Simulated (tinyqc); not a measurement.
Inside a calculation: two-band massive Dirac model of the K valleys. Values are carried at full precision from step to step, so a last printed digit may differ when a step is redone from the rounded ones.

Basis (conduction, valence): H = [[D/2, a t (tau kx - i ky)], [a t (tau kx + i ky), -D/2 + lam tau sz]], valley tau = +/-1, spin sz = +/-1. The gap of a spin and valley is G = D - lam tau sz. Berry curvature Omega = curl of i<u|grad u>; for the conduction band Omega_c = -tau 2 a^2 t^2 G/(G^2 + 4 a^2 t^2 k^2)^(3/2), and Omega_v = -Omega_c.

Constants: hbar^2/2m0 = 3.80998211 eV angstrom^2.

Parameters, chosen for this exercise (near those used for monolayer MoSe2; the results hold for these values, not for the real material):
- a = 3.306 angstrom (lattice constant)
- D = 1.39 eV (gap parameter)
- t = 0.89 eV (effective hopping)
- lam = 0.095 eV (half the valence spin splitting)
- tau = 1 (valley)
- sz = -1 (spin)
- k = (0.062, 0.105) 1/angstrom (wave vector from the valley)
- h = 0.04 1/angstrom (side of the plaquette)

## Band edges of the four flavours

At k = 0: Ec = D/2, Ev = -D/2 + lam tau sz; mass m/m0 = c G/(a t)^2 for both bands, c = hbar^2/2m0; Omega_c(0) = -2 tau a^2 t^2/G^2.

Edges:
```
tau  sz  Ec (eV)  Ev (eV)  G (eV)  mass (m0)  Omega_c (angstrom^2)
1     1   0.6950  -0.6000  1.2950     0.5699               -10.325
1    -1   0.6950  -0.7900  1.4850     0.6535                -7.852
-1    1   0.6950  -0.7900  1.4850     0.6535                 7.852
-1   -1   0.6950  -0.6000  1.2950     0.5699                10.325
```

The top of the valence band has spin up at tau = +1 and spin down at tau = -1: spin and valley are locked, with 190 meV between the two valence bands (A and B transitions at 1.295 and 1.485 eV, without exciton binding).

## H at one k

Fill in the matrix and diagonalise: E = lam tau sz/2 -/+ sqrt(G^2/4 + a^2 t^2 k^2).

H (eV), rows c, v and columns alike:
```
[[0.6950, 0.1824-0.3089i],
 [0.1824+0.3089i, -0.7900]]
```

levels (eV): [-0.8721, 0.7771]

cos(theta) = G/(E+ - E-) = 0.9004

## Curvature, orbital moment and circular dichroism

Omega_c from the formula; orbital moment of both bands m = -tau (a t)^2 G/(c (G^2 + 4 a^2 t^2 k^2)) in Bohr magnetons (charge -e), c = hbar^2/2m0; interband strengths |P+/-|^2 proportional to (1 +/- tau cos(theta))^2 for P+/- = Px +/- i Py, and eta = (|P+|^2 - |P-|^2)/(|P+|^2 + |P-|^2) = 2 tau cos(theta)/(1 + cos^2(theta)).

Omega_c = -5.731 angstrom^2
orbital moment = -1.241 muB
eta = 0.9945

All three change sign with the valley. The selection rule, exact at k = 0, still holds to 99.5 % here.

## The curvature from a plaquette

Corners counter-clockwise around k, from (-h/2, -h/2); upper eigenvector u with its first component real and positive; Omega = -(sum of arg <u_j|u_(j+1)>)/h^2.

Corners:
```
j      kx      ky      u_c               u_v  arg <u_j|u_j+1> (rad)
1  0.0420  0.0850  0.98390  0.07918+0.16024i              -0.011813
2  0.0820  0.0850  0.97614  0.15075+0.15626i               0.010681
3  0.0820  0.1250  0.96446  0.14494+0.22094i               0.016018
4  0.0420  0.1250  0.97116  0.07595+0.22603i              -0.005740
```

Omega_c from the plaquette = -5.716 angstrom^2

The formula at the centre gives -5.731; the plaquette averages over its area.

## Checks

- Curvature formula against a plaquette of side 1e-4: both -5.7314.
- Eta against the matrix elements of dH/dkx +/- i dH/dky: both 0.99452.

Program tinyqc; command `OMP_NUM_THREADS=1 python tinyqc.py 1482037 1482038 out.jsonl`; about 0.01 s on one thread of a shared Intel(R) Xeon(R) Processor @ 2.30GHz.
